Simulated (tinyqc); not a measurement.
p-i-n junction, non-linear Poisson equation by Newton steps: one step of the calculation.

One dimension, p side on the left, n side on the right; net doping C = -Na for x < 0, 0 for 0 < x < Li and +Nd beyond. The potential psi is counted from the intrinsic level, and the quasi-Fermi potentials are flat: 0 for holes and -V for electrons, so n = ni exp((psi + V)/Vt) and p = ni exp(-psi/Vt) (Boltzmann statistics, full ionisation, no current).

Problem. Newton step. Solve the tridiagonal system a_(i-1) d_(i-1) + b_i d_i + a_i d_(i+1) = -F_i for nodes 1 to 11, with d = 0 on fixed nodes. Each component d is damped to sign(d) Vt ln(1 + |d|/Vt) before it is added.

Inputs (values chosen for the exercise):
- T = 293 K (temperature)

Constants: q = 1.602176634e-19 C, kB = 1.380649e-23 J/K, Vt = kB T/q. Results are converted to the units shown.

```
interval,coupling a_i (F/cm^2)
0,5.5068729e-8
1,7.5893038e-8
2,1.0625025e-7
3,1.4661155e-7
4,2.0340702e-7
5,2.8222724e-7
6,2.4811186e-7
7,2.1814666e-7
8,1.9134050e-7
9,1.7040135e-7
10,1.4805363e-7
11,1.3088799e-7
```

```
node,diagonal b (F/cm^2),residual F (C/cm^2)
1,-1.3109954e-7,-6.4667699e-8
2,-1.8214330e-7,-5.0061705e-8
3,-2.5286181e-7,-3.5902024e-8
4,-3.5001857e-7,-2.5715229e-8
5,-4.8563425e-7,-1.8137908e-8
6,-5.3033909e-7,1.0674313e-9
7,-4.6625851e-7,4.7775637e-9
8,-4.0948716e-7,1.4022637e-8
9,-3.6175022e-7,-1.8341379e-8
10,-3.2068038e-7,1.0561077e-7
11,-7.5210837e-7,1.0123732e-7
```

```
node,psi after iteration 1 (V)
0,-0.6243347
1,-0.3740286
2,-0.1185066
3,0.0696478
4,0.2094438
5,0.3131974
6,0.3909337
7,0.4836610
8,0.6110262
9,0.8295211
10,0.9672299
11,1.0992350
12,1.1585091
```

Wanted: Newton step d, before damping; psi after iteration 2.

Solution.

```
node,"Newton step d, before damping (V)"
1,-1.890
2,-2.414
3,-2.316
4,-2.000
5,-1.647
6,-1.327
7,-0.968
8,-0.582
9,-0.215
10,0.305
11,0.195
```

```
node,psi after iteration 2 (V)
0,-0.624
1,-0.483
2,-0.234
3,-0.045
4,0.099
5,0.207
6,0.290
7,0.391
8,0.531
9,0.773
10,1.032
11,1.154
12,1.159
```

Numbers from tinyqc (`OMP_NUM_THREADS=1 python tinyqc.py 2000088 2000089 out.jsonl`; about 0.07 s on one thread of a shared Intel Xeon 2.30GHz).
